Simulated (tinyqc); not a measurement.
## On-chip interconnect, size-dependent resistivity and RC delay: delay against the driver resistance

A rectangular line between two neighbours and two ground planes. Surface and grain-boundary scattering are added to the bulk resistivity as corrections; capacitances are parallel-plate values without fringing; inductance is ignored.

Metal width x = wd - 2 tl, height y = AR wd - tl; grain boundaries (Mayadas-Shatzkes): al = (lam/(gr x)) Rg/(1 - Rg), g = 1/[1 - 3 al/2 + 3 al^2 - 3 al^3 ln(1 + 1/al)] - 1; surfaces (Fuchs-Sondheimer, thick limit): s = (3/8) lam (1 - ps)(1/x + 1/y); rho = rho0 (1 + g + s); r = rho/(x y); c = eps0 ek (2 wd/hd + 2 Mf AR wd/sp). Elmore delay tE = Rd (c Lw + Cl) + r Lw (c Lw/2 + Cl); t50 is the time at which the far end of a ladder of 30 pi sections (half capacitances at both ends, Cl at the far end, a step applied through Rd) reaches half the step; line share r Lw/(Rd + r Lw); estimate 0.69 Rd (c Lw + Cl) + 0.38 r c Lw^2 + 0.69 r Lw Cl.

Values chosen for this exercise; metal values close to those of copper:
- rho0 = 1.72 uohm cm (bulk resistivity)
- lam = 40.7 nm (bulk mean free path)
- ps = 0.3 (specular share of surface scattering)
- Rg = 0.16 (reflection coefficient of grain boundaries)
- gr = 1.5 (grain size over the metal width)
- wd = 13 nm (drawn line width)
- AR = 1.4 (aspect ratio, height over width)
- tl = 2.2 nm (liner on both walls and the bottom, not conducting)
- sp = 13 nm (space to the neighbouring lines)
- hd = 17 nm (dielectric height to the planes above and below)
- ek = 4.2 (relative permittivity of the dielectric)
- Mf = 1 (Miller factor of the neighbours)
- Lw = 6.1 um (line length)
- Cl = 0.16 fF (load capacitance)

Constants: eps0 = 8.8541878128e-12 F/m. Results are converted to the units shown.

The same in every row: rho (uohm cm) = 6.447; r (ohm/um) = 468.5; c (fF/um) = 0.1610.

Results:

| Rd (ohm) | tE (ps) | t50 (ps) | estimate (ps) | line share of the resistance (%) |
|---|---|---|---|---|
| 50 | 1.918 | 1.445 | 1.422 | 98.28 |
| 100 | 1.975 | 1.488 | 1.461 | 96.62 |
| 400 | 2.318 | 1.741 | 1.697 | 87.72 |
| 1000 | 3.003 | 2.236 | 2.170 | 74.08 |
| 3000 | 5.287 | 3.838 | 3.746 | 48.79 |
| 20000 | 24.70 | 17.31 | 17.14 | 12.50 |
| 50000 | 58.97 | 41.06 | 40.78 | 5.407 |

Estimate the missing row, Rd = 7000 ohm.

Computed row:

| Rd (ohm) | tE (ps) | t50 (ps) | estimate (ps) | line share of the resistance (%) |
|---|---|---|---|---|
| 7000 | 9.855 | 7.011 | 6.898 | 28.99 |

With this row back in the table: As Rd goes from 50 to 50000, r stays at 469 ohm/um, c stays at 0.161 fF/um and t50 rises from 1.44 to 41.1 ps. t50/tE lies between 0.696 and 0.753, and the estimate is within 2.9 % of t50.

Range of the model: The metal width is under the mean free path, where the thick-limit surface term and the simple sum of corrections lose accuracy.

Numbers from tinyqc (`OMP_NUM_THREADS=1 python tinyqc.py 2100019 2100020 out.jsonl`; about 0.01 s on one thread of a shared Intel Xeon 2.30GHz).
